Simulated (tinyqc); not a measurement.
Inside a calculation. Method: ROHF in the sto-3g basis, for H3, spin multiplicity 2. Computed by tinyqc, a small Python program that keeps every step (integrals from PySCF). Settings: charge = 0, multiplicity = 2, basis = sto-3g, energy threshold = 1e-10, iteration cap = 89, orthogonalisation = symmetric, start = Wolfsberg-Helmholz matrix, DIIS depth = 4, method = ROHF. Command: `OMP_NUM_THREADS=1 python tinyqc.py 21657 21658 out.jsonl` (the two numbers bound the seeds that draw the settings). One thread of a shared host (Intel(R) Xeon(R) Processor @ 2.60GHz), about 0.06 s of CPU time with the checks.

Geometry (angstrom):
```
atom         x         y          z
H     0.000000  0.000000   0.000000
H     0.000000  0.000000   0.920000
H     0.000000  0.625000  -0.675000
```

Stop when the energy changes by less than 1e-10 hartree and every element of the error matrix X^T (F D S - S D F) X is below 3e-06.

Course of the cycle:
```
iteration  E (hartree)     change  largest element of the error matrix
1          -1.52048602          -                             4.78e-02
2          -1.52238915  -1.90e-03                             6.57e-03
3          -1.52242569  -3.65e-05                             7.21e-06
4          -1.52242569  -2.69e-10                             6.42e-06
5          -1.52242569  -3.24e-11                             9.66e-07
```

Can the last value be used, and what does the course show?

Yes. Converged in 5 iterations. PySCF ROHF in the same basis = -1.52242569 hartree.
